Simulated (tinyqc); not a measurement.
What the anneal budget does: two-dimensional dopant profile at a mask edge: lateral junction, overlap and effective channel length. Computed by tinyqc, a small Python program. Command: `OMP_NUM_THREADS=1 python tinyqc.py 3000654 3000655 out.jsonl lateral walk`. One thread of a shared host (Intel(R) Xeon(R) Processor @ 2.30GHz), about 0.01 s of CPU time with the checks.

Ions enter for y < 0; the mask (spacer, then gate) covers y > 0. x is the depth. The surface reflects dopant during the anneal.

Inputs (values chosen for the exercise, modelled on a source-drain extension in silicon): dose Q = 1.3e+14 1/cm^2; projected range R_p = 4.1 nm; vertical straggle = 1.9 nm; lateral straggle = 1 nm; anneal budget D t = 4.4e-15 cm^2; channel doping C_B = 1.4e+17 1/cm^3; gate length L_g = 43 nm; offset spacer = 0.98 nm.

Method:
- Widths s_x^2 = (vertical straggle)^2 + 2 D t, s_y^2 = (lateral straggle)^2 + 2 D t. C(x, y) = V(x) (1/2) erfc(y/(sqrt2 s_y)), V(x) = Q/(sqrt(2 pi) s_x) [exp(-(x - R_p)^2/(2 s_x^2)) + exp(-(x + R_p)^2/(2 s_x^2))]; 1 nm = 1e-7 cm.
- The lateral junction at depth x solves C = C_B: y_j(x) = sqrt2 s_y erfc^-1(2 C_B/V(x)). Overlap under the gate = y_j(0) - spacer; metallurgical channel L_met = L_g - 2 overlap (tails from the two sides are not added).
- x_j solves V(x) = C_B. Budgets are multiples of the given D t (at 0 the mirror term is kept, which overstates V(0) as implanted); those with V(0) not above 2.5 C_B are left out.

Junctions (nm):
```
multiple     s_x     s_y     x_j  y_j(0)  y_j/x_j   L_met
0.0       1.9000  1.0000  11.496   2.791  0.24275  39.379
0.1       1.9230  1.0431  11.579   2.925  0.25264  39.109
0.3       1.9682  1.1243  11.743   3.182  0.27096  38.596
1.0       2.1190  1.3711  12.288   3.978  0.32371  37.004
2.0       2.3173  1.6613  13.001   4.932  0.37933  35.097
4.0       2.6702  2.1260  14.257   6.469  0.45375  32.021
8.0       3.2634  2.8355  16.341   8.788  0.53781  27.384
16.0      4.2059  3.8833  19.589  12.105  0.61795  20.750
```

What follows from these numbers?

The ratio y_j/x_j goes from 0.24 to 0.62: as implanted, x_j includes R_p and y_j only the lateral straggle; after long diffusion both scale roughly with sqrt(D t) as long as V(0) stays far above C_B, and the ratio stays below 1 because the edge starts from half the concentration and an erfc falls faster than the Gaussian. L_met shrinks by 18.6 nm over the rows.
